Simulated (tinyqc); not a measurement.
Trench capacitor in an array: capacitance, non-linearity, leakage and relaxation: cell against the aspect ratio.

A film between two metal electrodes, each interface adding a series capacitance ci. The small-signal permittivity is ek (1 + aq E^2); the field is found with the linear permittivity. Leakage J = J0 sinh(E/Ef). After a voltage step the film passes a relaxation current kr C V tt^(-nr), tt being the time in seconds. The sidewall is a coaxial capacitor with radii a = dm/2 - t and b = dm/2, depth AR dm; the end face is left out.

Per length 1/c = ln(b/a)/(2 pi eps0 ek) + (1/a + 1/b)/(2 pi ci); cell capacitance c AR dm; per footprint over pt^2; fields c V/(2 pi eps0 ek r) at r = a and b; resistance of the inner electrode rho AR dm/(pi a^2); time constant R C/3 of the distributed line.

Inputs (values chosen for the exercise); permittivity of the order of that of silicon nitride:
- ek = 7.75 (relative permittivity of the film)
- t = 11 nm (film thickness)
- ci = 1000 uF/cm^2 (capacitance of each electrode interface (dead layer and screening))
- V = 1.7 V (bias)
- dm = 130 nm (diameter of the hole)
- pt = 270 nm (pitch of the square array)
- rho = 780 uohm cm (resistivity of the inner electrode)

Constants: eps0 = 8.8541878128e-14 F/cm where lengths are in cm. Results are converted to the units shown.

The same in every row: field at a (MV/cm) = 1.696; field at b (MV/cm) = 1.409.

Result of one run:
```
AR	cell capacitance (fF)	per footprint (uF/cm^2)	R (kohm)	R C/3 (ps)
100	30.19	41.42	11.07	111.4
```

What becomes of these results when the aspect ratio, depth over diameter AR is changed from 100 to 5, all else the same?

Result of the changed run:
```
AR	cell capacitance (fF)	per footprint (uF/cm^2)	R (kohm)	R C/3 (ps)
5	1.510	2.071	0.5534	0.2785
```

The whole series:
```
AR	cell capacitance (fF)	per footprint (uF/cm^2)	R (kohm)	R C/3 (ps)
5	1.510	2.071	0.5534	0.2785
10	3.019	4.142	1.107	1.114
20	6.039	8.284	2.214	4.456
30	9.058	12.43	3.321	10.03
50	15.10	20.71	5.534	27.85
70	21.14	28.99	7.748	54.59
100	30.19	41.42	11.07	111.4
```

As AR goes from 5 to 100, the cell capacitance rises from 1.51 to 30.2 fF, the capacitance per footprint rises from 2.07 to 41.4 uF/cm^2, the ratio of the two fields stays at 1.20 and R C/3 rises from 0.279 to 111 ps; the time constant goes as AR^(2.00) between the first two rows and AR^(2.00) between the last two.

Numbers from tinyqc (`OMP_NUM_THREADS=1 python tinyqc.py 2102063 2102064 out.jsonl`; about 0.01 s on one thread of a shared Intel Xeon 2.30GHz).
